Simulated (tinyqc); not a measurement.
# Ion implantation: universal nuclear stopping, Lindhard-Scharff electronic stopping and a Gaussian range profile, step by step

A worked calculation. Computed by tinyqc, a small Python program that keeps every step. Command: `OMP_NUM_THREADS=1 python tinyqc.py 3028465 3028466 out.jsonl implant walk`. One thread of a shared host (Intel(R) Xeon(R) Processor @ 2.30GHz), about 0.09 s of CPU time with the checks. Intermediate numbers are printed to about 6 digits and carried at full precision; extremes and crossings named in words are read from the listed rows.

An ion slows by elastic collisions with screened nuclei and by friction with electrons; channelling is ignored and the target is uniform.

Inputs (values chosen for the exercise, modelled on silicon ions in germanium): ion atomic number Z1 = 14; ion mass M1 = 28 u; target atomic number Z2 = 32; target mass M2 = 72.63 u; target density N = 44.2 1/nm^3; ion energy E = 67 keV; scale factor of electronic stopping k = 0.95; dose Q = 7.7e+12 1/cm^2; background C_B = 1.1e+16 1/cm^3; displacement energy E_d = 15 eV; anneal budget D t = 5e-14 cm^2.

Follow-up: anneal.

## Stopping at the entry energy

Reduced energy eps = 32.53 M2 E/(Z1 Z2 (M1 + M2)(Z1^0.23 + Z2^0.23)), E in keV; s_n = ln(1 + 1.1383 eps)/(2 (eps + 0.01321 eps^0.21226 + 0.19593 eps^0.5)) for eps up to 30 and ln(eps)/(2 eps) above; S_n = 8.462 Z1 Z2 M1 s_n/((M1 + M2)(Z1^0.23 + Z2^0.23)) in 1e-15 eV cm^2. S_e = k 3.83 Z1^(7/6) Z2/(Z1^(2/3) + Z2^(2/3))^(3/2) sqrt(E/M1) in 1e-15 eV cm^2, E in keV. dE/dx = N (S_n + S_e); 1e-15 eV cm^2 = 0.1 eV nm^2.

reduced energy eps = 0.866130

s_n = 0.323230

S_n = 84.1021 x 1e-15 eV cm^2

S_e = 61.8116 x 1e-15 eV cm^2

energy loss dE/dx = 644.939 eV/nm

Nuclear stopping carries 58 % of the loss at entry.

## Range and straggle

Path length R = int_0^E dE'/(N (S_n + S_e)); energy lost to nuclei nu = int_0^E S_n/(S_n + S_e) dE' (both with E' = E y^3 and 64 Gauss-Legendre points in y). Estimates of Lindhard type: R_p = R/(1 + M2/(3 M1)), straggle dR_p = (2/3) R_p sqrt(M1 M2)/(M1 + M2).

path length R = 127.493 nm

projected range R_p = 68.3739 nm

straggle dR_p = 20.4272 nm

energy lost to nuclei nu = 46.0986 keV

69 % of the energy goes to nuclei over the whole path.

## Gaussian profile

C(x) = C_p exp(-(x - R_p)^2/(2 dR_p^2)) with C_p = Q/(sqrt(2 pi) dR_p), 1 nm = 1e-7 cm; the profile falls to the background at x_j = R_p + dR_p sqrt(2 ln(C_p/C_B)); the peak atomic fraction is C_p/N.

peak concentration C_p = 1.50381e+18 1/cm^3

Depth x_j where C falls to C_B = 132.438 nm

peak atomic fraction = 3.40228e-05

## Damage

Kinchin-Pease count with efficiency 0.8: N_d = 0.8 nu/(2 E_d), taking all of nu as damage energy (an upper estimate, as recoils also lose energy to electrons). Spread over a depth R_p + dR_p, displacements per atom = Q N_d/(N (R_p + dR_p)).

displacements per ion N_d = 1229.29

displacements per atom = 0.0241160

One displacement per atom would need a dose of 3.2e14 per cm^2 if no defects annealed.

## Anneal

Far from the surface a Gaussian stays Gaussian: sigma^2 = dR_p^2 + 2 D t; peak Q/(sqrt(2 pi) sigma); x_j = R_p + sigma sqrt(2 ln(peak/C_B)).

width sigma = 20.6705 nm

peak after the anneal = 1.48610e+18 1/cm^3

x_j after the anneal = 133.123 nm

x_j moves by 0.685 nm.

## Nuclear against electronic stopping over energy

The formulas are those given above.

Stopping (1e-15 eV cm^2) and range:
```
E (keV)          eps      S_n      S_e   R (nm)      nu/E
1        1.29273e-02  46.9790    7.551    8.227  0.868479
2        2.58546e-02  59.4821   10.679   11.831  0.861434
5        6.46365e-02  75.8087   16.886   20.055  0.843700
10       1.29273e-01  85.7511   23.880   31.148  0.821404
20       2.58546e-01  91.1781   33.771   50.290  0.788010
50       6.46365e-01  87.9254   53.397  100.732  0.718434
100      1.29273e+00  76.9658   75.515  177.491  0.638854
200      2.58546e+00  61.1951  106.794  318.596  0.533157
500      6.46365e+00  39.5646  168.856  679.698  0.369403
```

Nuclear stopping peaks near 20 keV among these rows (eps = 0.26; the universal curve peaks near 0.3). Electronic stopping overtakes it between 100 and 200 keV. The path length grows as E^0.52 at the low end and E^0.83 at the high end; constant stopping would give E^1, and stopping that rises with E, be it nuclear (below its peak) or electronic, gives a lower exponent.

Checks made by the program: range against adaptive quadrature (relative difference 2e-06).
